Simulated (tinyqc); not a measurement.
# Two-sublattice mean-field magnet: ferrimagnet, compensation points and susceptibility, step by step

A worked calculation. Computed by tinyqc, a small Python program that keeps every step. Command: `OMP_NUM_THREADS=1 python tinyqc.py 3028158 3028159 out.jsonl ferri walk`. One thread of a shared host (Intel(R) Xeon(R) Processor @ 2.30GHz), about 0.01 s of CPU time with the checks. Intermediate numbers are printed to about 6 digits and carried at full precision; extremes and crossings named in words are read from the listed rows.

A random alloy A(1-x)B(x) with H = -sum over pairs J S_i.S_j. a = <S_A> and b = <S_B> are taken along z, a > 0. Exchange fields: h_A = (1 - x) zJ_AA a + x zJ_AB b, h_B = (1 - x) zJ_AB a + x zJ_BB b; a = S_A B_(S_A)(S_A h_A/(k_B T)) and likewise for b, with the Brillouin function B_S(y) = [(2S + 1)/(2S)] coth[(2S + 1) y/(2S)] - [1/(2S)] coth[y/(2S)].

Inputs (values chosen for the exercise, for a model ferrimagnet):

| quantity | value | unit |
|---|---|---|
| spin S_A | 1.5 | - |
| spin S_B | 2.5 | - |
| g factor g_A | 2.1 | - |
| g factor g_B | 2 | - |
| fraction x of B sites | 0.22 | - |
| z J_AA | 22.9 | meV |
| z J_BB | 3 | meV |
| z J_AB | -9.1 | meV |
| T over T_c | 0.55 | - |
| largest number of steps | 3000 | - |

Constants: k_B = 8.617333262e-05 eV/K.

## Ordering temperature

Linearised, T (a, b) = M (a, b) with M_ij = S_i (S_i + 1) c_j zJ_ij/(3 k_B), c_A = 1 - x, c_B = x. T_c is the larger eigenvalue, and its eigenvector gives b/a at onset, (T_c - M_AA)/M_AB.

M (K):
```
          A        B
A   259.100  -29.040
B  -240.243   22.339
```

eigenvalues (K): -4.162  285.601

T_c = 285.601 K

b/a at onset = -0.912560

T = 157.080 K

The antiferromagnetic A-B coupling raises T_c by 27 K over that of A alone.

## First step

Start from a = S_A, b = -S_B and apply the equations once.

h_A = 31.798 meV

h_B = -12.297 meV

new a = 1.39481

new b = -1.85042

## Self-consistent moments

Repeat from a = S_A, b = -S_B until a and b change by less than 1e-10.

Iteration:

| step | a | b | largest change |
|---|---|---|---|
| 1 | 1.50000 | -2.50000 | 6.49582e-01 |
| 2 | 1.39481 | -1.85042 | 9.15458e-02 |
| 3 | 1.36355 | -1.75887 | 2.41438e-02 |
| 4 | 1.35489 | -1.73473 | 6.77182e-03 |
| 5 | 1.35242 | -1.72796 | 1.93855e-03 |
| 6 | 1.35171 | -1.72602 | 5.58088e-04 |
| ... | ... | ... | ... |
| 14 | 1.35142 | -1.72523 | 2.67942e-08 |
| 15 | 1.35142 | -1.72523 | 7.73140e-09 |
| 16 | 1.35142 | -1.72523 | 2.23088e-09 |
| 17 | 1.35142 | -1.72523 | 6.43714e-10 |
| 18 | 1.35142 | -1.72523 | 1.85742e-10 |
| 19 | 1.35142 | -1.72523 | 5.35956e-11 |

a = 1.35142

b = -1.72523

last change = 5.35956e-11

a is at 90 % and b at 69 % of saturation: the B spins feel the weaker field per spin and lose their order faster.

## Net moment and spin

Net moment m = (1 - x) g_A a + x g_B b in mu_B per site; net spin s = (1 - x) a + x b. At T = 0, a = S_A and b = -S_B. Effective g = m/s.

net moment m = 1.45453 mu_B

net spin s = 0.674560

m at T = 0 = 1.357 mu_B

effective g = 2.15627

A dominates at T, as at T = 0.

## Compensation temperatures

Net moment m = (1 - x) g_A a + x g_B b in mu_B per site; net spin s = (1 - x) a + x b. T_M: m = 0; T_A: s = 0; searched between 0.02 and 0.97 T_c, and given as 0 if there is no change of sign.

magnetic compensation T_M = 0 K

angular-momentum compensation T_A = 0 K

No compensation in this range.

## Moments against temperature

The formulas are those given above.

Sublattices:

| T/T_c | T (K) | a/S_A | -b/S_B | m (mu_B) |
|---|---|---|---|---|
| 0.05 | 14.280 | 1.00000 | 0.999982 | 1.35702 |
| 0.15 | 42.840 | 0.99988 | 0.985058 | 1.37313 |
| 0.30 | 85.680 | 0.98989 | 0.902565 | 1.43934 |
| 0.45 | 128.520 | 0.94941 | 0.782676 | 1.47177 |
| 0.60 | 171.361 | 0.86909 | 0.640977 | 1.43027 |
| 0.72 | 205.633 | 0.76622 | 0.515596 | 1.31544 |
| 0.84 | 239.905 | 0.60830 | 0.373903 | 1.08331 |
| 0.92 | 262.753 | 0.44365 | 0.257149 | 0.80717 |
| 0.97 | 277.033 | 0.27679 | 0.154790 | 0.50980 |

At 0.45 T_c A keeps 0.95 and B 0.78 of saturation. |m| first rises, to 1.472 at 0.45 T_c, because the minority sublattice falls faster (type P).

## Susceptibility above T_c

With a field B, T (a, b) = M (a, b) + (mu_B B/(3 k_B)) (g_A S_A (S_A + 1), g_B S_B (S_B + 1)). chi = m/B per site; C = mu_B [(1 - x) g_A^2 S_A (S_A + 1) + x g_B^2 S_B (S_B + 1)]/(3 k_B); the table gives C/chi, which tends to T - theta.

Inverse susceptibility:

| T (K) | C/chi (K) | T - C/chi (K) |
|---|---|---|
| 291.31 | 16.94 | 274.376 |
| 314.16 | 74.22 | 239.945 |
| 357.00 | 155.97 | 201.036 |
| 428.40 | 260.92 | 167.480 |
| 571.20 | 432.96 | 138.244 |
| 856.80 | 739.37 | 117.433 |
| 1428.00 | 1323.35 | 104.655 |
| 2856.01 | 2759.33 | 96.680 |

T - C/chi sinks from 274 K just above T_c to 97 K at 10 T_c, on its way to the asymptotic theta. The curve of 1/chi is a hyperbola that bends down to zero at T_c = 286 K, so a Curie-Weiss line fitted at high T misses T_c.

Checks made by the program: the fixed point (relative difference below 1e-10).
